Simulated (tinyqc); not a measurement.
Energy and delay of logic against supply voltage: two steps of the calculation.

One expression serves below and above threshold: I(Vg) = Ik [ln(1 + exp((Vg - VT + dd V)/(al nf Vt)))]^al, with I_on = I(V) and I_off = I(0). Gate delay td = kd C V/I_on, clock period LD td. Per gate and cycle the switching energy is act C V^2 and the leakage energy I_off V LD td. No short-circuit current, no variation. Minima are sought above 0.09 V; below a few Vt gates no longer switch and the model has no meaning.

Parameters, values chosen for the exercise; values of the order met in logic technologies:
```
symbol,value,unit,meaning
T,300,K,temperature
VT,0.37,V,threshold voltage at zero drain bias
nf,1.11,,slope factor
dd,0.06,,barrier lowering per volt of supply
Ik,0.42,uA,specific current of a gate
al,1.59,,exponent of the current law
C,1.7,fF,load capacitance of a gate
kd,0.7,,delay factor
LD,16,,logic depth
act,0.01,,activity factor
V,0.74,V,supply voltage
```

Constants: q = 1.602176634e-19 C, kB = 1.380649e-23 J/K, Vt = kB T/q. Results are converted to the units shown.

Problem 1. Currents, delay and energies. I_on, I_off, td, clock frequency 1/(LD td), both energies and their sum.

Find: I_on; I_off; td; clock frequency; switching energy; leakage energy; energy.

Solution 1.

I_on = 14.022 uA
I_off = 0.0049567 nA
td = 62.802 ps
clock frequency = 0.99519 GHz
switching energy = 9.3092 aJ
leakage energy = 0.0036857 aJ
energy = 9.3129 aJ

I_on/I_off = 2.83e6; leakage makes up 0.0396 % of the energy.

Problem 2. New V. Minimum-energy supply: E(V) is the energy per gate and cycle; with h = 0.001 V, E' = (E(V + h) - E(V - h))/(2 h), E'' = (E(V - h) - 2 E(V) + E(V + h))/h^2, V(new) = V - E'/E''.

V after iteration 1 = 0.22507226 V

Give: E'; E''; V after iteration 2.

Solution 2.

E' = -2.2162 aJ/V
E'' = 273.52 aJ/V^2
V after iteration 2 = 0.23317 V

tinyqc, about 0.01 s, one thread, Intel Xeon 2.30GHz (shared host): `OMP_NUM_THREADS=1 python tinyqc.py 2082188 2082189 out.jsonl`
